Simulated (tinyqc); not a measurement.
Stretching all distances: RHF, UHF, MP2, CISD and CCSD against full CI in the sto-3g basis, for H3+, spin multiplicity 1. Computed by the program tinyqc with PySCF. All coordinates are multiplied by the scale. c0^2 is the weight of the RHF determinant in the lowest singlet FCI state (UHF is spin-contaminated and may lie near states of higher spin) and n(LUMO) the first natural occupation beyond the occupied space.

Geometry (angstrom):
```
atom       x       y        z
H     0.0000  0.0000   0.0000
H     0.0000  0.0000   0.7740
H     0.0000  0.0000  -0.7740
```

Full CI energy (hartree) and errors against it (kcal/mol):
```
scale   distance 1-2 (angstrom)     E(FCI)      RHF      UHF      MP2    CISD    CCSD  <S^2> UHF    c0^2  n(LUMO)
0.8800                   0.6811  -1.186943  14.0123  14.0123   4.3914  0.0000  0.0000     0.0000  0.9839   0.0293
1.1400                   0.8824  -1.235290  19.1649  19.1649   6.2543  0.0000  0.0000     0.0000  0.9710   0.0512
1.4000                   1.0836  -1.209642  25.1242  24.3403   8.1897  0.0000  0.0000     0.1636  0.9529   0.0796
1.6600                   1.2848  -1.161023  32.5442  23.3381  10.3236  0.0000  0.0000     0.4958  0.9273   0.1160
1.9100                   1.4783  -1.111432  41.5618  19.7137  12.5290  0.0000  0.0000     0.6880  0.8933   0.1603
2.1700                   1.6796  -1.065847  52.8167  15.8768  14.4487  0.0000  0.0000     0.8116  0.8492   0.2144
2.4300                   1.8808  -1.029454  65.2376  12.8667  14.9500  0.0000  0.0000     0.8870  0.8017   0.2710
2.6900                   2.0821  -1.001989  77.7499  10.6398  12.8710  0.0000  0.0000     0.9331  0.7576   0.3235
```

What does the comparison show, and why?

UHF parts from RHF first at scale 1.4 of those listed, where <S^2> leaves zero. The weight c0^2 goes from 0.98 to 0.76 and n(LUMO) from 0.03 to 0.32: static correlation grows as the bonds break into open-shell fragments. The spread of the error along the curve, which distorts its shape, is CISD 0.0, CCSD 0.0, MP2 10.6, UHF 13.7, RHF 63.7 kcal/mol. With two electrons CISD and CCSD are exact.
